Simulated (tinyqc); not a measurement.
# Resistance of a tapered via with liner, size effect and interface: effects of single changes

A round via whose diameter grows from db at the bottom as D(z) = db + 2 z/tan(ang). The fill, of diameter D - 2 tl, starts above the bottom liner (thickness fb tl) and has rho = rho0 (1 + ks lam/(D - 2 tl)); the sidewall liner conducts in parallel with it. The bottom liner and the interface are crossed over the full area pi db^2/4. Spreading in the lines above and below is left out.

Parameters, values chosen for the exercise; fill metal close to molybdenum:
- db = 8.7 nm (diameter at the bottom)
- hv = 31 nm (height)
- ang = 89 degrees (sidewall angle)
- rho0 = 5.43 uohm cm (bulk resistivity of the fill)
- lam = 11.2 nm (mean free path of the fill)
- ks = 1.5 (size-effect factor)
- tl = 0.3 nm (liner on the sidewall)
- fb = 1 (liner at the bottom over that on the sidewall)
- rl = 150 uohm cm (resistivity of the liner)
- ri = 7.4e-13 ohm cm^2 (interface resistivity at the bottom)
- Sb = 1.3e15 S/m^2 (ballistic conductance per area, about 3/(4 rho0 lam))
- rho2 = 7.6 uohm cm (bulk resistivity of the second fill (close to ruthenium))
- lam2 = 6.56 nm (its mean free path)
- tl2 = 0.2 nm (its liner)

Each table varies one quantity; the others keep the values above.

## Via resistance against the diameter at the bottom

Slices between z0 = fb tl and hv, evaluated at their midpoints: conductance per length pi/4 [(D - 2 tl)^2/rho + (D^2 - (D - 2 tl)^2)/rl], slice resistance = slice height over that. 2000 slices. R_fill = sum of the slices; R_bottom = rl fb tl/(pi db^2/4); R_interface = ri/(pi db^2/4); ballistic (Sharvin) limit 1/(Sb pi (db - 2 tl)^2/4); ideal cylinder rho0 hv/(pi db^2/4).

Via resistance against the diameter at the bottom:
```
db (nm)	R_fill (ohm)	R_bottom (ohm)	R_interface (ohm)	R (ohm)	ballistic limit (ohm)	R over ideal cylinder	largest part
6	226.1	15.92	2.617	244.7	33.59	4.110	fill
8.3	93.90	8.317	1.368	103.6	16.52	3.330	fill
11	44.61	4.735	0.7787	50.12	9.055	2.830	fill
16	17.07	2.238	0.3680	19.68	4.130	2.351	fill
22	7.759	1.184	0.1947	9.138	2.139	2.064	fill
30	3.688	0.6366	0.1047	4.429	1.133	1.860	fill
42	1.687	0.3248	0.05341	2.066	0.5714	1.700	fill
58	0.8147	0.1703	0.02801	1.013	0.2973	1.590	fill
80	0.4016	0.08952	0.01472	0.5059	0.1554	1.511	fill
```

R falls from 245 to 0.506 ohm. The fill is the largest part at db = 6 and in all other rows. R goes as db^(-2.65) between the first two rows and db^(-2.16) between the last two; area alone gives -2.

## Via resistance against the sidewall angle

Same model as above.

2000 slices.

The same in every row: R_bottom (ohm) = 7.5698; R_interface (ohm) = 1.2448; ballistic limit (ohm) = 14.928.

Result of one run:
```
ang (degrees)	R_fill (ohm)	R (ohm)	R over ideal cylinder	largest part
90	97.776	106.59	3.7643	fill
```

What becomes of these results when the sidewall angle ang is changed from 90 to 87 degrees, all else the same?

Result of the changed run:
```
ang (degrees)	R_fill (ohm)	R (ohm)	R over ideal cylinder	largest part
87	62.942	71.756	2.5341	fill
```

The whole series:
```
ang (degrees)	R_fill (ohm)	R (ohm)	R over ideal cylinder	largest part
90	97.776	106.59	3.7643	fill
89	82.813	91.628	3.2359	fill
88	71.613	80.428	2.8404	fill
87	62.942	71.756	2.5341	fill
86	56.044	64.859	2.2905	fill
84	45.787	54.601	1.9283	fill
82	38.541	47.356	1.6724	fill
```

R falls from 107 to 47.4 ohm. The fill is the largest part at ang = 90 and in all other rows. The share of the two bottom terms goes from 8.27 to 18.6 %.

## Two fill metals against the diameter

2000 slices. R_fill = sum of the slices; R_bottom = rl fb tl/(pi db^2/4); R_interface = ri/(pi db^2/4). The second fill has rho2, lam2 and tl2 in place of rho0, lam and tl.

Two fill metals against the diameter:
```
db (nm)	R, first fill (ohm)	R, second fill (ohm)	ratio second/first
6	244.7	217.5	0.8888
8.5	97.35	91.50	0.9400
12	40.21	39.77	0.9889
17	16.97	17.57	1.035
24	7.441	8.010	1.076
35	3.114	3.474	1.115
49	1.467	1.678	1.144
70	0.6738	0.7875	1.169
100	0.3148	0.3739	1.188
```

Read the table: what changes, and by how much?

The ratio goes from 0.889 to 1.19. The two fills give the same R at db = 13.0 nm; below it the second gives the lower R. Ratios within a few per cent of 1 are a tie, given that ballistic terms are left out.

Numbers from tinyqc (`OMP_NUM_THREADS=1 python tinyqc.py 2750208 2750209 out.jsonl`; about 0.01 s on one thread of a shared Intel Xeon 2.30GHz).
